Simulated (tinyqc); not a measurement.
Junction parameters from two forward currents.

Inverse problem. D(v) = J1 (exp(v/Vt) - 1) + J2 (exp(v/(2 Vt)) - 1). Find J1, J2 and the voltage 2 Vt ln(J2/J1) near which both parts are equal.

Values chosen for this exercise: temperature T = 300 K.

Constants: q = 1.602176634e-19 C, kB = 1.380649e-23 J/K, Vt = kB T/q. Results are converted to the units shown.

junction voltages (V): 0.33  0.7
currents (uA/um): 1.6535249e-6  0.099755213

Solution. The current is linear in J1 and J2, so two points give two equations.

J1 = 1.700e-13 uA/um
J2 = 2.700e-9 uA/um
crossover = 0.5001 V

Computed by the program tinyqc: `OMP_NUM_THREADS=1 python tinyqc.py 2182099 2182100 out.jsonl`, one thread of a shared Intel Xeon 2.30GHz, about 0.2 s for the whole run.
